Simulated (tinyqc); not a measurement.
Worked calculation: one-electron ion in a basis of Gaussians. One step of it, computed by the program tinyqc.

Task: Matrices over normalised Gaussians. With p = a_i + a_j and I(k) = Gamma((k+1)/2) / (2 p^((k+1)/2)): S = I(2l+2), T = (2l+3) a_i a_j S / p, V = -Z I(2l+1), each divided by sqrt(S_ii S_jj).

exponents of r^l exp(-a r^2) (1/bohr^2): 2.070000  6.643000  21.320000  68.410000  219.500000  704.400000  2260.000000

Z = 6

l = 0

Give: S; T; V.

Result:

S:
```
,1,2,3,4,5,6,7
1,1.000,0.785,0.428,0.196,0.084,0.036,0.015
2,0.785,1.000,0.785,0.428,0.196,0.084,0.036
3,0.428,0.785,1.000,0.785,0.428,0.196,0.084
4,0.196,0.428,0.785,1.000,0.785,0.428,0.196
5,0.084,0.196,0.428,0.785,1.000,0.785,0.428
6,0.036,0.084,0.196,0.428,0.785,1.000,0.785
7,0.015,0.036,0.084,0.196,0.428,0.785,1.000
```

T (hartree):
```
,1,2,3,4,5,6,7
1,3.105,3.718,2.423,1.183,0.519,0.220,0.092
2,3.718,9.964,11.932,7.778,3.796,1.666,0.706
3,2.423,11.932,31.980,38.296,24.965,12.184,5.349
4,1.183,7.778,38.296,102.615,122.884,80.099,39.099
5,0.519,3.796,24.965,122.884,329.250,394.274,257.014
6,0.220,1.666,12.184,80.099,394.274,1056.600,1265.313
7,0.092,0.706,5.349,39.099,257.014,1265.313,3390.000
```

V (hartree):
```
,1,2,3,4,5,6,7
1,-13.775,-15.694,-14.018,-11.153,-8.505,-6.396,-4.789
2,-15.694,-24.678,-28.115,-25.113,-19.981,-15.237,-11.458
3,-14.018,-28.115,-44.209,-50.367,-44.991,-35.796,-27.298
4,-11.153,-25.113,-50.367,-79.192,-90.222,-80.590,-64.123
5,-8.505,-19.981,-44.991,-90.222,-141.853,-161.609,-144.359
6,-6.396,-15.237,-35.796,-80.590,-161.609,-254.115,-289.508
7,-4.789,-11.458,-27.298,-64.123,-144.359,-289.508,-455.172
```
